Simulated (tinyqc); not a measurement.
Two coupled magnetic layers: synthetic antiferromagnet, spin flop, exchange bias and magnetoresistance: one step, computed by the program tinyqc. Command: `OMP_NUM_THREADS=1 python tinyqc.py 3007095 3007096 out.jsonl saf walk`. One thread of a shared host (Intel(R) Xeon(R) Processor @ 2.30GHz), about 0.3 s of CPU time with the checks.

Moments lie in the plane at the angles p1, p2 from the field. Energy per area: E = J1 cos(p1 - p2) + J2 cos^2(p1 - p2) - B M_s (t1 cos p1 + t2 cos p2) + K (t1 cos^2 p1 + t2 cos^2 p2).

Problem. Saturation field. The parallel state is stable while the Hessian at p1 = p2 = 0 is positive: with c = J1 + 2 J2 and u = B M_s - 2K, (u t1 - c)(u t2 - c) > c^2, so B_sat M_s = c (1/t1 + 1/t2) + 2K. B_K = 2K/M_s.

Inputs (values chosen for the exercise, for a model stack):
```
quantity,value,unit
saturation magnetisation M_s,1040,kA/m
thickness t1,2.4,nm
thickness t2,1.8,nm
antiferromagnetic coupling J1,0.84,mJ/m^2
biquadratic coupling J2,0,mJ/m^2
in-plane anisotropy K,5.3,kJ/m^3
field over the saturation field,0.5,-
```

Field direction: along the hard axis.

Give: exchange field c (1/t1 + 1/t2)/M_s; B_K; saturation field B_sat; applied field B.

Solution.

exchange field c (1/t1 + 1/t2)/M_s = 785.26 mT

B_K = 10.192 mT

saturation field B_sat = 795.45 mT

applied field B = 397.72 mT
